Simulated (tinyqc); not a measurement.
Inside a calculation. Method: Born-Oppenheimer dynamics on the UHF/6-31g surface (energies and gradients from PySCF), for H3, spin multiplicity 2. Computed by tinyqc, a small Python program that keeps every step (integrals from PySCF). Settings: charge = 0, multiplicity = 2, basis = 6-31g, time step (fs) = 0.5, steps = 16. Command: `OMP_NUM_THREADS=1 python tinyqc.py 22020 22021 out.jsonl` (the two numbers bound the seeds that draw the settings). One thread of a shared host (Intel(R) Xeon(R) Processor @ 2.60GHz), about 1 s of CPU time with the checks.

## Velocity Verlet step 1

positions (bohr):
```
            x          y          z
1H  -0.011338  -0.028346  -0.039684
2H   0.017008  -0.022677   1.638393
3H   0.051023   1.275565  -1.065806
```

velocities (bohr per atomic time unit):
```
               x             y             z
1H  -0.000161000  -0.000205667  -0.000253667
2H  -0.000008000  -0.000171667  -0.000133667
3H   0.000169000   0.000377333   0.000387333
```

gradient (hartree/bohr):
```
              x            y            z
1H  -0.00078090  -0.01155307  -0.00459402
2H   0.00072187   0.01879764  -0.02540937
3H   0.00005903  -0.00724458   0.03000339
```

masses (electron masses): 1H 1837.152588, 2H 1837.152588, 3H 1837.152588

gradient after step 1 (hartree/bohr):
```
              x            y            z
1H  -0.00090142  -0.01214734  -0.00484764
2H   0.00080832   0.01892454  -0.02465635
3H   0.00009311  -0.00677719   0.02950399
```

dt = 0.5 fs = 20.6707 atomic units; x' = x + v dt - g dt^2 / (2m); after the new gradient g', v' = v - (g + g') dt / (2m).

positions after step 1 (bohr):
```
            x          y          z
1H  -0.014576  -0.031254  -0.044393
2H   0.016758  -0.028411   1.638584
3H   0.054509   1.284207  -1.061288
```

velocities after step 1 (bohr per atomic time unit):
```
               x             y             z
1H  -0.000151536  -0.000072334  -0.000200550
2H  -0.000016608  -0.000383882   0.000147990
3H   0.000168144   0.000456216   0.000052560
```

## Velocity Verlet step 2

gradient after step 2 (hartree/bohr):
```
              x            y            z
1H  -0.00106150  -0.01315206  -0.00524108
2H   0.00089606   0.01875309  -0.02286592
3H   0.00016544  -0.00560103   0.02810700
```

As before.

positions after step 2 (bohr):
```
            x          y          z
1H  -0.017603  -0.031336  -0.047975
2H   0.016321  -0.038547   1.644511
3H   0.057974   1.294426  -1.063633
```

velocities after step 2 (bohr per atomic time unit):
```
               x             y             z
1H  -0.000140493   0.000069994  -0.000143794
2H  -0.000026197  -0.000595846   0.000415338
3H   0.000166690   0.000525853  -0.000271544
```

## Energy conservation

The total energy should stay constant up to terms of order dt^2; the step counts as short enough if it moves by less than 2 % of the largest kinetic energy.

Trajectory:

| time (fs) | 1H-2H (angstrom) | potential (hartree) | kinetic (hartree) | total (hartree) |
|---|---|---|---|---|
| 0.000000 | 0.888132 | -1.58191754 | 0.00046015 | -1.58145739 |
| 0.500000 | 0.890749 | -1.58189721 | 0.00043828 | -1.58145894 |
| 1.000000 | 0.895813 | -1.58233758 | 0.00087410 | -1.58146348 |
| 1.500000 | 0.903122 | -1.58316708 | 0.00169716 | -1.58146991 |
| 2.000000 | 0.912412 | -1.58428358 | 0.00280659 | -1.58147699 |
| 2.500000 | 0.923400 | -1.58557397 | 0.00409034 | -1.58148364 |
| 3.000000 | 0.935826 | -1.58693136 | 0.00544226 | -1.58148910 |
| 3.500000 | 0.949495 | -1.58826707 | 0.00677408 | -1.58149299 |
| 4.000000 | 0.964312 | -1.58951715 | 0.00802196 | -1.58149518 |
| 4.500000 | 0.980308 | -1.59064477 | 0.00914914 | -1.58149563 |
| 5.000000 | 0.997674 | -1.59164121 | 0.01014700 | -1.58149421 |
| 5.500000 | 1.016774 | -1.59252792 | 0.01103740 | -1.58149052 |
| 6.000000 | 1.038175 | -1.59336248 | 0.01187863 | -1.58148385 |
| 6.500000 | 1.062662 | -1.59424977 | 0.01277652 | -1.58147325 |
| 7.000000 | 1.091253 | -1.59535693 | 0.01389866 | -1.58145827 |
| 7.500000 | 1.125182 | -1.59692082 | 0.01547964 | -1.58144118 |
| 8.000000 | 1.165818 | -1.59921520 | 0.01778385 | -1.58143135 |

The total energy moves within 6.4e-05 hartree, under 2 % of the largest kinetic energy.
